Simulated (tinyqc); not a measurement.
One share for all, or one for each: linear model of a band gap against the share of exact exchange.

E(alpha) = E0 + S alpha. A wider gap screens less, modelled in the Penn form eps(alpha) = 1 + (e0 - 1)(EP/(EP + S alpha))^2 with a scale EP chosen for the exercise. A dielectric-dependent hybrid takes alpha = 1/eps.

Errors of the gap (eV) against each target; e0, EP, S and the gaps are values chosen for the exercise.

Results:
```
case          E0 (eV)  S (eV)     e0  EP (eV)  target Et (eV)  alpha needed  error, alpha = 0  error, 0.25  error, self-consistent
like Al2O3       6.11    9.55   3.53     25.0            8.97         0.299             -2.86        -0.47                    0.33
like SiO2        5.38    9.03   2.42     32.0            9.10         0.412             -3.72        -1.46                    0.57
like diamond     4.23    7.88   5.93     28.9            5.53         0.165             -1.30         0.67                    0.14
like InP         0.66    5.73  10.18     10.0            1.42         0.133             -0.76         0.67                   -0.13
like GaP         1.55    5.37  10.01     10.9            2.35         0.149             -0.80         0.54                   -0.21
like HfO2        4.16    9.01   4.68     16.9            5.75         0.176             -1.59         0.66                    0.76
like SiC         2.29    6.25   7.00     16.8            3.29         0.160             -1.00         0.56                   -0.02
```

Mean absolute errors: 1.72, 0.72 and 0.31 eV for alpha = 0, 0.25 and the self-consistent value. A fixed quarter overshoots for diamond, InP, GaP, HfO2 and SiC and falls short for Al2O3 and SiO2; the alpha needed runs between 0.133 and 0.412 and its correlation with 1/e0 over these cases is 0.97.

Program tinyqc; command `OMP_NUM_THREADS=1 python tinyqc.py 1880742 1880743 out.jsonl`; about 0.01 s on one thread of a shared Intel(R) Xeon(R) Processor @ 2.30GHz.
